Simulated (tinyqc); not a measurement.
Bandgap voltage reference from two bipolar transistors: one step of the calculation.

Two transistors of area 1 and N carry the same current I. Is(T) = Is (T/T0)^eta exp[(Vg0 q/kB)(1/T0 - 1/T)], VBE1 = Vt ln(I/Is(T)) + I rb, VBE2 = Vt ln(I/(N Is(T))) + I rb/N. The amplifier forces I R1(T) = VBE1 - VBE2 + Vos, with R(T) = R (1 + tc (T - T0)) for both resistors, and the output is Vref = VBE1 + I R2(T). Base currents and the Early effect are neglected.

Question. Operating point at another temperature. Vt = kB T/q; I = (Vt ln N + Vos)/(R1(T) - rb (1 - 1/N)).

Values chosen for this exercise; values of the order met in silicon bipolar transistors:
- T0 = 300 K (reference temperature)
- Vg0 = 1.174 V (band-gap voltage extrapolated to 0 K)
- eta = 3.4 (temperature exponent of the saturation current)
- Is = 5.9e-18 A (saturation current of the unit transistor at T0)
- N = 8 (area ratio of the second transistor)
- R1 = 2.9 kohm (resistor across which the difference of VBE falls, at T0)
- tc = -1500 ppm/K (temperature coefficient of both resistors)
- Vos = 0 mV (offset of the amplifier)
- rb = 23 ohm (series resistance of the unit transistor)
- R2 = 26.13 kohm (output resistor at T0)
- T = 233 K (temperature)

Constants: q = 1.602176634e-19 C, kB = 1.380649e-23 J/K. Results are converted to the units shown.

Find: Vt; I; Is(T); VBE1; I R2; Vref.

Answer.

Vt = 0.02008 V
I = 13.17 uA
Is(T) = 5.326e-24 A
VBE1 = 0.8507 V
I R2 = 0.3786 V
Vref = 1.229 V

From T0 to T, VBE1 changes by 106 mV and I R2 by -109 mV, which leaves -3.05 mV in Vref.

Computed by the program tinyqc: `OMP_NUM_THREADS=1 python tinyqc.py 2062208 2062209 out.jsonl`, one thread of a shared Intel Xeon 2.30GHz, about 0.03 s for the whole run.
